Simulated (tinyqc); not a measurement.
# Collinear exchange A + BC -> AB + C on a London-Eyring-Polanyi-Sato surface: saddle, string of images and rate, step by step

A worked calculation. Computed by tinyqc, a small Python program that keeps every step. Command: `OMP_NUM_THREADS=1 python tinyqc.py 3111604 3111605 out.jsonl leps walk`. One thread of a shared host (Intel(R) Xeon(R) Processor @ 2.30GHz), about 0.04 s of CPU time with the checks. Intermediate numbers are printed to about 5 digits and carried at full precision; extremes and crossings named in words are read from the listed rows.

x = r(AB), y = r(BC), r(AC) = x + y. V is counted from separated atoms, the barrier from A + BC, that is V + D(BC).

Inputs (values chosen for the exercise, bond data loosely for abstraction of hydrogen from a Ge-H bond by a hydrogen atom; the barrier is not fitted):
```
quantity            value           unit
D(AB)                4.75             eV
r0(AB)              0.742       angstrom
beta(AB)             1.94     1/angstrom
D(BC)                 3.8             eV
r0(BC)               1.53       angstrom
beta(BC)             1.45     1/angstrom
D(AC)                3.68             eV
r0(AC)               1.53       angstrom
beta(AC)             1.45     1/angstrom
Sato parameter S    0.096              -
mass of A           1.008              u
mass of B           1.008              u
mass of C            72.6              u
temperature T         300              K
step of the string   0.02  angstrom^2/eV
```

Constants: nu for 1 eV/(angstrom^2 u) = 15.6333042 THz; h x 1 THz = 4.135667696 meV; k_B = 1.380649e-23 J/K; u = 1.6605390666e-27 kg; k_B = 8.617333262e-05 eV/K.

## One point of the surface

For each pair, with u = exp(-beta (r - r0)): Q = D [(3 + S) u^2 - (2 + 6 S) u]/(4 (1 + S)), J = D [(1 + 3 S) u^2 - (6 + 2 S) u]/(4 (1 + S)); V = Q1 + Q2 + Q3 - sqrt(((J1 - J2)^2 + (J2 - J3)^2 + (J3 - J1)^2)/2). Take x = r0(AB) + 0.3 and y = r0(BC) + 0.1 angstrom.

Pair terms:
```
pair        u    Q (eV)   J (eV)
AB    0.55878  -0.51220  -3.3131
BC    0.86502   0.07656  -3.8073
AC    0.19092  -0.31810  -0.9529
```

V = -3.3959 eV

## Relaxing the string

String of 9 images between the fixed ends (r0(AB) + 2, r0(BC)) and (r0(AB), r0(BC) + 2), started on the two straight legs through (r0(AB) + 0.3, r0(BC) + 0.3): each iteration moves the inner images by -step x gradient (central differences) and spaces them evenly again along the broken line (coordinates are kept between 0.2 and 8 angstrom); stop when no coordinate changes by more than 1e-5 angstrom, at most 400 iterations.

Course:
```
iteration  highest inner image above A + BC (eV)  largest move (angstrom)
1                                        0.40567               6.2355e-02
2                                        0.37385               4.9932e-02
3                                        0.35112               3.4256e-02
4                                        0.33501               2.0386e-02
5                                        0.32361               1.4414e-02
6                                        0.31568               1.1854e-02
7                                        0.31032               9.5656e-03
...                                          ...                      ...
31                                       0.30085               3.6456e-05
32                                       0.30085               2.9268e-05
33                                       0.30085               2.3489e-05
34                                       0.30085               1.8845e-05
35                                       0.30085               1.5115e-05
36                                       0.30085               1.2121e-05
37                                       0.30085               9.7180e-06
```

Images at the end:
```
image  x (angstrom)  y (angstrom)  V + D(BC) (eV)
0            2.7420        1.5300         0.02153
1            2.2932        1.5326         0.05068
2            1.8445        1.5405         0.12487
3            1.3996        1.5942         0.30085
4            1.0029        1.8042         0.21400
5            0.7774        2.1864        -0.50901
6            0.7478        2.6324        -0.77068
7            0.7437        3.0812        -0.87077
8            0.7420        3.5300        -0.91263
```

last move = 9.7180e-06 angstrom

Converged in 37 iterations.

## Saddle by Newton steps

From the highest inner image, z -> z - H^-1 g with gradient g and Hessian H by central differences, steps capped at 0.15 angstrom, 12 steps.

The first seven points:
```
step       x       y  V + D(BC) (eV)  |g| (eV/angstrom)
0     1.3996  1.5942         0.30085         5.1747e-01
1     1.2527  1.6248         0.36666         3.3027e-01
2     1.1396  1.6765         0.37719         2.5638e-01
3     1.1780  1.6676         0.38109         1.7656e-02
4     1.1809  1.6673         0.38111         8.7355e-05
5     1.1810  1.6673         0.38111                  0
6     1.1810  1.6673         0.38111                  0
```

saddle (x, y) (angstrom): 1.1810  1.6673

barrier = 0.38111 eV

Hessian (eV/angstrom^2):
```
         x       y
x  -2.0009  6.0561
y   6.0561  6.5535
```

The highest image lies 80.3 meV below the saddle. Stretches at the saddle: AB 0.439, BC 0.137 angstrom, for a reaction energy D(BC) - D(AB) = -0.95 eV: an early barrier for an exothermic step.

## Frequencies at the saddle

Wilson matrix G = [[1/m_A + 1/m_B, -1/m_B], [-1/m_B, 1/m_B + 1/m_C]]; eigenvalues lambda of G H give nu = 15.6333042 THz x sqrt(|lambda|), the negative one being imaginary. Reactant: nu_BC from k = 2 D beta^2 and 1/m_B + 1/m_C. Skew angle: cos = sqrt(m_A m_C/((m_A + m_B)(m_B + m_C))).

imaginary frequency = 56.815 THz

real frequency at the saddle = 30.528 THz

nu_BC = 62.674 THz

skew angle = 45.392 degrees

## Transition-state rate

One-dimensional rate constant without tunnelling, k = sqrt(k_B T/(2 pi mu)) [sinh(h nu_BC/(2 k_B T))/sinh(h nu_s/(2 k_B T))] exp(-barrier/(k_B T)) with mu = m_A (m_B + m_C)/(m_A + m_B + m_C); Wigner factor 1 + (h nu_i/(k_B T))^2/24; adiabatic barrier = barrier + h (nu_s - nu_BC)/2.

adiabatic barrier = 0.31463 eV

rate constant k = 0.32982 cm/s

Wigner factor = 4.4420

Caution: the Wigner factor exceeds 2 at T: tunnelling, left out of k, is large and needs a better treatment than this factor.

## Rate against temperature

The formulas are those given above.

Rates; the last column is k_B T^2 d ln k/dT:
```
T (K)    k (cm/s)  Wigner factor  activation energy (eV)
300    3.2982e-01         4.4420                 0.32851
400    8.1269e+00         2.9361                 0.33505
550    1.1987e+02         2.0241                 0.34669
750    8.7861e+02         1.5507                 0.36302
1000   3.7023e+03         1.3098                 0.38219
1400   1.3692e+04         1.1581                 0.40905
2000   3.9367e+04         1.0774                 0.44360
```

The activation energy goes from 0.329 eV at 300 K, near the adiabatic barrier plus k_B T/2 (0.328), to 0.444 eV at 2000 K; the classical limit is the barrier plus k_B T/2 (0.467).

Checks made by the program: V for A far away against -D(BC) (relative difference below 1e-10).
